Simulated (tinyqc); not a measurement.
Inside a calculation. Method: sp3 tight binding, zinc-blende lattice. One step of it, computed by the program tinyqc.

Task: Bloch Hamiltonian at k. Slater-Koster rules over the four bonds with direction cosines (l, m, n): ss V_ss; s-px l V_sp; px-s -l V_sp; px-px l^2 V_pps + (1 - l^2) V_ppp; px-py l m (V_pps - V_ppp); each times exp(i k.d).

Parameters chosen for this model: zinc-blende lattice, anion at 0, cation at a/4 (1,1,1); V = eta hbar^2 / (m d^2), hbar^2/m = 7.619964 eV angstrom^2:
```
parameter          value      unit
a               4.580000  angstrom
d               1.983198  angstrom
Es anion      -15.420000        eV
Ep anion       -6.930000        eV
Es cation     -15.420000        eV
Ep cation      -6.930000        eV
eta ss         -1.340000
eta sp          1.770000
eta pp sigma    2.920000
eta pp pi      -0.750000
V ss           -2.596124        eV
V sp            3.429209        eV
V pp sigma      5.657226        eV
V pp pi        -1.453055        eV
```

k point k (2 pi / a): -0.160000  0.390000  -0.140000

Give: H(k) at k.

Result:

H(k) at k (eV), lower triangle (Hermitian):
```
                  a s             a px            a py             a pz
a s          -15.4200
a px           0.0000          -6.9300
a py           0.0000           0.0000         -6.9300
a pz           0.0000           0.0000          0.0000          -6.9300
c s   -8.0310-0.3239i  -0.9622-1.5725i  0.3515+4.3044i  -1.1052-1.3690i
c px   0.9622+1.5725i   2.8368+0.1144i  1.3230+1.6388i  -0.4208-5.1528i
c py  -0.3515-4.3044i   1.3230+1.6388i  2.8368+0.1144i   1.1518+1.8825i
c pz   1.1052+1.3690i  -0.4208-5.1528i  1.1518+1.8825i   2.8368+0.1144i

           c s     c px     c py     c pz
c s   -15.4200
c px    0.0000  -6.9300
c py    0.0000   0.0000  -6.9300
c pz    0.0000   0.0000   0.0000  -6.9300
```
